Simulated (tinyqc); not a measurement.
Worked calculation: lattice vibrations of a chain. Computed by tinyqc, a small Python program that keeps every step. Command: `OMP_NUM_THREADS=1 python tinyqc.py 27146 27147 out.jsonl` (the two numbers bound the seeds that draw the settings). One thread of a shared host (Intel(R) Xeon(R) Processor @ 2.60GHz), about 0.01 s of CPU time with the checks.

## Dynamical matrix at q = 0.4

A chain moving along its axis:
```
atom,mass (u),spring to the next atom (eV/angstrom^2)
1,54.40000,17.30000
2,40.30000,24.10000
3,23.40000,9.70000
4,19.00000,10.80000
```

q is in units of 2 pi/a. A spring k from atom i to atom j, n cells on, adds k to Phi_ii and Phi_jj, -k exp(2 pi i q n) to Phi_ij and the conjugate to Phi_ji (for one atom a cell: 2k (1 - cos 2 pi q n)); D_ij = Phi_ij / sqrt(m_i m_j).

D(q) (eV/(angstrom^2 u)), lower triangle (Hermitian):
```
,1,2,3,4
1,0.51654
2,-0.36948,1.02730
3,0.00000,-0.78480,1.44444
4,0.27177-0.19745i,0.00000,-0.46003,1.07895
```

## Frequencies

omega^2 are the eigenvalues; wavenumber = 521.4708 sqrt(eigenvalue) 1/cm.

eigenvalues: 0.13114  0.42754  1.32326  2.18529

wavenumbers (1/cm): 188.8  341.0  599.9  770.9

weights |e|^2 of the mass-weighted modes:
```
,mode 1,mode 2,mode 3,mode 4
atom 1,0.47131,0.28037,0.24104,0.00728
atom 2,0.34439,0.15993,0.19656,0.29911
atom 3,0.13341,0.26108,0.00915,0.59636
atom 4,0.05089,0.29862,0.55325,0.09725
```

## Dispersion and heat capacity

C/k_B per atom = mean over q = (j + 1/2)/80, j = 0..39 and all branches of y^2 e^y/(e^y - 1)^2, y = hc wavenumber / k_B T.

Wavenumbers (1/cm):
```
q,branch 1,branch 2,branch 3,branch 4
0.00000,0.00000,449.95981,544.52506,779.12660
0.06250,32.16029,444.74173,548.29990,778.81149
0.12500,64.06640,431.14855,557.57199,777.90072
0.18750,95.41722,412.60529,568.95705,776.49850
0.25000,125.78877,391.49755,580.20150,774.77912
0.31250,154.47021,369.49668,590.01718,772.98157
0.37500,180.06044,348.46606,597.59294,771.38961
0.43750,199.52324,331.66915,602.37251,770.28763
0.50000,207.29316,324.77747,604.00637,769.89289
```

Heat capacity:
```
T (K),C/k_B per atom
20,0.04466
50,0.11494
100,0.22575
200,0.46668
300,0.65479
600,0.88281
1200,0.96792
```

zero-point energy per atom = 28.84822 meV
